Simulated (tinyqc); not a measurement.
## Free and trapped electrons in a MOS channel with a dense trap tail: effect of the temperature

p-type body, charge-sheet picture, full ionisation (an idealisation for deep acceptors), Boltzmann statistics for free electrons. e = Ec - EF at the surface. Acceptor-like traps of density D(E) = D0 + De exp(-E/Ew) at depth E below Ec, from 0 to Eu, hold n_t = integral of D(E)/(1 + exp((e - E)/Vt)). psi = Eg - Vt ln(Nv/Na) - e; N_dep = sqrt(2 eps0 eps_r Na (psi - Vt)/q); n_f = sqrt(N_dep^2 + 2 eps0 eps_r Vt Nc exp(-e/Vt)/q) - N_dep; Vg = Vfb + psi + q (N_dep + n_t + n_f)/Cox, Cox = eps0 eox/tox.

Nc and Nv are given at 475 K and scale as (T/475 K)^1.5; Eg, Vfb and mf are held fixed. VT is the Vg for n_f = 1e11 cm^-2; swing ln 10 n_f/(dn_f/dVg) at n_f = 1e8 cm^-2; the last three columns are for Vg = VT + 4 V, with free share n_f/(n_f + n_t) and field-effect mobility mf q (dn_f/dVg)/Cox; there EF is near the band edge, where Boltzmann statistics are rough.

Parameters, values chosen for the exercise; band and dielectric values close to those of 4H silicon carbide:
```
symbol    value         unit                                                         meaning
Eg         3.25           eV                                                        band gap
eps_r      9.86                                                        relative permittivity
Nc      3.43e19        cm^-3  conduction-band density of states at the reference temperature
Nv      4.94e19        cm^-3     valence-band density of states at the reference temperature
eox         3.9                                       relative permittivity of the insulator
tox          50           nm                                             insulator thickness
Na       1.5e17        cm^-3                                                acceptor density
Vfb       -2.76            V                        flat-band voltage without trapped charge
D0       6.8e10  cm^-2 eV^-1              constant background density of acceptor-like traps
De       5.7e13  cm^-2 eV^-1                      density of the tail at the conduction edge
Ew         0.06           eV                                        decay energy of the tail
Eu         0.97           eV                    depth below Ec down to which the traps reach
mf          190   cm^2/(V s)                                      mobility of free electrons
```

Constants: q = 1.602176634e-19 C, kB = 1.380649e-23 J/K, Vt = kB T/q, eps0 = 8.8541878128e-14 F/cm where lengths are in cm. Results are converted to the units shown.

Effect of the temperature:

| T (K) | e at VT (eV) | VT (V) | q n_t/Cox at VT (V) | swing (mV/decade) | n_f (cm^-2) | free share (%) | field-effect mobility (cm^2/(V s)) |
|---|---|---|---|---|---|---|---|
| 200 | 0.02303 | 11.47 | 5.602 | 638.8 | 9.401e11 | 22.35 | 152.0 |
| 250 | 0.04097 | 10.31 | 4.521 | 441.6 | 7.484e11 | 20.03 | 120.5 |
| 300 | 0.06117 | 9.258 | 3.565 | 318.1 | 6.673e11 | 20.10 | 100.4 |
| 350 | 0.08326 | 8.365 | 2.771 | 252.3 | 6.463e11 | 21.76 | 91.23 |
| 400 | 0.1070 | 7.627 | 2.136 | 224.4 | 6.576e11 | 24.45 | 88.29 |
| 450 | 0.1322 | 7.024 | 1.642 | 219.3 | 6.877e11 | 27.87 | 88.80 |
| 500 | 0.1587 | 6.533 | 1.264 | 227.4 | 7.297e11 | 31.80 | 91.24 |
| 550 | 0.1864 | 6.131 | 0.9785 | 242.9 | 7.790e11 | 36.06 | 94.76 |

As T goes from 200 to 550, VT falls from 11.5 to 6.13 V, its part due to traps falls from 5.60 to 0.978 V, the swing goes from 639 through a minimum of 219 (at T = 450 among the rows listed) to 243 mV/decade and the field-effect mobility goes from 152 through a minimum of 88.3 (at T = 400 among the rows listed) to 94.8 cm^2/(V s). On heating the same n_f is reached with EF deeper in the gap, where fewer tail states are filled. For T = 200, 250 e is under 2 Vt already at VT, so VT too is rough.

Numbers from tinyqc (`OMP_NUM_THREADS=1 python tinyqc.py 2222029 2222030 out.jsonl`; about 0.02 s on one thread of a shared Intel Xeon 2.30GHz).
